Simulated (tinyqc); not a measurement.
Inside a calculation. Model: X-ray photoelectron analysis of a thin oxide on a semiconductor: attenuation lengths, thickness, angle series and band offsets. Computed by tinyqc, a small Python program that keeps every step. Command: `OMP_NUM_THREADS=1 python tinyqc.py 3111335 3111336 out.jsonl xps walk`. One thread of a shared host (Intel(R) Xeon(R) Processor @ 2.30GHz), about 0.01 s of CPU time with the checks. Intermediate numbers are printed to about 7 digits and carried at full precision; extremes and crossings named in words are read from the listed rows.

The same element is seen in the oxide and in the substrate, at nearly the same kinetic energy; films are flat and uniform, and the work function is ignored.

Inputs (values chosen for the exercise, modelled on SiO2 on silicon):
```
quantity,value,unit
photon energy,650,eV
binding energy of the core level,99.4,eV
oxide density,2.18,g/cm^3
oxide formula mass,60.08,g/mol
valence electrons per oxide formula,16,-
oxide gap,8.84,eV
substrate density,2.33,g/cm^3
substrate formula mass,28.09,g/mol
valence electrons per substrate formula,4,-
substrate gap,1.12,eV
oxide thickness d,1.1,nm
emission angle from the normal,55,degrees
attenuation length over inelastic mean free path,0.87,-
carbon overlayer,0.66,nm
counts in the two peaks together,300000,-
valence band offset used to make the data,4.65,eV
"core level less valence band top, substrate",98.86,eV
"core level less valence band top, thick oxide",98.43,eV
field in the oxide,0.36,MV/cm
```

## Inelastic mean free paths

TPP-2M: lambda = E/(E_p^2 [b ln(c E) - C/E + D/E^2]) in angstrom, E_p = 28.8 sqrt(N_v rho/M), b = -0.10 + 0.944/sqrt(E_p^2 + E_g^2) + 0.069 rho^0.1, c = 0.191/sqrt(rho), U = N_v rho/M, C = 1.97 - 0.91 U, D = 53.4 - 20.8 U, with E = photon energy less binding energy in eV. Attenuation length L = factor x lambda.

kinetic energy E = 550.6 eV

Terms:
```
layer,E_p (eV),b,c,lambda (nm)
oxide,21.94400,0.01449494,0.1293615,1.926522
substrate,16.58917,0.03186580,0.1251283,1.515713
```

L in the oxide = 1.676074 nm

L in the substrate = 1.318671 nm

## Peak ratio

R_0 = (rho_o/M_o) L_o/((rho_s/M_s) L_s); peak ratio R = I_ox/I_sub = R_0 [exp(d/(L_o cos theta)) - 1]; hence d = L_o cos theta ln(1 + R/R_0). A carbon layer weakens both peaks alike, by exp(-d_C/(L_o cos theta)) if its L is taken equal to L_o. This R_0 leaves out intrinsic losses from the substrate peak, so calibrated values can be larger.

R_0 = 0.5560056

d/(L_o cos theta) = 1.144217

ratio R = 1.189841

oxide share of the counts = 0.5433459

attenuation by carbon = 0.5033196

depth 3 L_o cos theta = 2.884069 nm

## Error budget of the thickness

With x = d/(L_o cos theta): d ln d/d ln R = (1 - exp(-x))/x = -d ln d/d ln R_0; counting error of R = 1/sqrt(N f (1 - f)), f the oxide share, which times the sensitivity gives that of d; an angle error adds tan(theta) d theta; d is proportional to L_o at fixed R_0. Assumed errors: 5 % in R_0, 1 degree, 5 % in L_o.

sensitivity to R = 0.5956273

counting error of d = 0.2183143 %

R_0 = 2.978137 %

angle = 2.492588 %

L_o = 5 %

The attenuation length is the largest of these terms.

## Angle series: uniform film or islands?

Islands: half of the surface carries 2 d and half none, R = R_0 (1/2)(1 - t)/(1/2 + t/2) with t = exp(-2 d/(L_o cos theta)); the apparent thickness is read with the uniform formula.

Against the angle:
```
theta (degrees),"R, uniform","R, islands","apparent d, islands (nm)"
0,0.515772,0.3201997,0.7623153
20,0.561879,0.3354721,0.7435579
35,0.682880,0.3695775,0.6997226
45,0.850580,0.4057321,0.6494260
55,1.189841,0.4536056,0.5734896
65,2.071279,0.5083378,0.4599495
75,6.463936,0.5490732,0.2979743
```

A uniform film gives d = 1.1 nm at every angle. The island film of the same volume reads 0.762 nm at normal emission and 0.298 nm at 75 degrees; its ratio cannot pass R_0, since the bare half always shows the substrate.

## Band offsets by core levels

Valence band offset = (E_core - E_v)(substrate) - (E_core - E_v)(oxide) + (core level separation at the interface, oxide less substrate). The separation is made here from the given offset; a uniform field F that raises the binding energy towards the surface shifts the oxide peak by e F <z>, <z> = d/(1 - exp(-x)) - d/x, x = d/(L_o cos theta), being the mean distance from the interface. Conduction band offset = oxide gap - substrate gap - valence band offset.

separation without field = 4.22 eV

<z> = 0.6526669 nm

separation with field = 4.243496 eV

apparent valence band offset = 4.673496 eV

true conduction band offset = 3.07 eV

apparent conduction band offset = 3.046504 eV

The field biases both offsets by 0.023 eV, in opposite directions.

Checks made by the program: thickness recovered (relative difference below 1e-10).
